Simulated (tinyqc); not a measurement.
CMOS inverter, nodal equation and switching: course of the iteration: output voltage by Newton steps.

An n-channel pull-down (bn, VTn) and a p-channel pull-up (bp, VTp) share the input Vin and the output node Vout, which carries the load C. Transistor (EKV form, voltages against the body): I = 2 n b Vt^2 [F(vp - Vs) - F(vp - Vd)] from drain to source, F(v) = ln^2(1 + exp(v/(2 Vt))), vp = (Vg - VT + sg |Vd - Vs|)/n. n-channel bodies are at 0; for the p-channel device all voltages are counted down from Vdd. b in uA/V^2 gives I in uA. Static: In = Ip. Transient: C dVout/dt = Ip - In. No velocity saturation, no gate capacitance beyond C.

f = In - Ip at (Vin, Vout); G = df/dVout by a central difference with +/- 1e-6 V; Vout(new) = Vout - f/G.

Stop when Vout changes by less than 1e-9 V, or after 30 iterations.

Values chosen for this exercise:
```
symbol,value,unit,meaning
T,300,K,temperature
Vdd,0.7,V,supply voltage
n,1.15,,slope factor
sg,0.023,,drain-induced barrier lowering
VTn,0.33,V,n-channel threshold
VTp,0.25,V,p-channel threshold (magnitude)
bn,720,uA/V^2,gain factor of the pull-down transistor
bp,720,uA/V^2,gain factor of the pull-up transistor
Vin,0.42,V,input voltage
```

Constants: q = 1.602176634e-19 C, kB = 1.380649e-23 J/K, Vt = kB T/q. Results are converted to the units shown.

Vout at the start = 0.35 V

Course of the iteration:

| iteration | Vout (V) | \|change\| (V) |
|---|---|---|
| 1 | -0.925357 | 1.28 |
| 2 | -0.426627 | 0.499 |
| 3 | -0.179238 | 0.247 |
| 4 | -0.0584871 | 0.121 |
| 5 | -2.34919e-4 | 0.0583 |
| 6 | 0.0241853 | 0.0244 |
| 7 | 0.0289925 | 4.81e-3 |
| 8 | 0.0291719 | 1.79e-4 |
| 9 | 0.0291722 | 2.45e-7 |
| 10 | 0.0291722 | 4.54e-13 |

Did this iteration meet its convergence test, and what does its course show?

Yes. Converged in 10 iterations. At the end the number of correct digits about doubles with each step. On the way 4 iterate(s) lie more than 5 mV outside the rails, the first at -0.925 V, before the steps return.

Computed by the program tinyqc: `OMP_NUM_THREADS=1 python tinyqc.py 2340026 2340027 out.jsonl`, one thread of a shared Intel Xeon 2.30GHz, about 0.04 s for the whole run.
